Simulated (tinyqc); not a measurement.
Gas flow in a process chamber: flow regimes, conductance, effective pumping speed, pump-down, outgassing and purge: one step, computed by the program tinyqc.

Ideal gas, isothermal flow, a pump of constant speed at the end of a round pipe; process gas, volume gas and outgassing are given the same properties. 1 sccm = 101325 Pa x 1e-6 m^3/60 s x T/273.15 K.

Task: Purging a well-mixed chamber. With steady flow a contaminant decays as exp(-t/residence time); gas used = flow x time.

Inputs (values chosen for the exercise, modelled on nitrogen near room temperature): temperature T = 350 K; process gas flow = 1600 sccm.

residence time = 0.6493475 s

Give: time to dilute 1e3 times; time to dilute 1e6 times; gas used for 1e6.

Result:

time to dilute 1e3 times = 4.486 s

time to dilute 1e6 times = 8.971 s

gas used for 1e6 = 239.2 standard cm^3
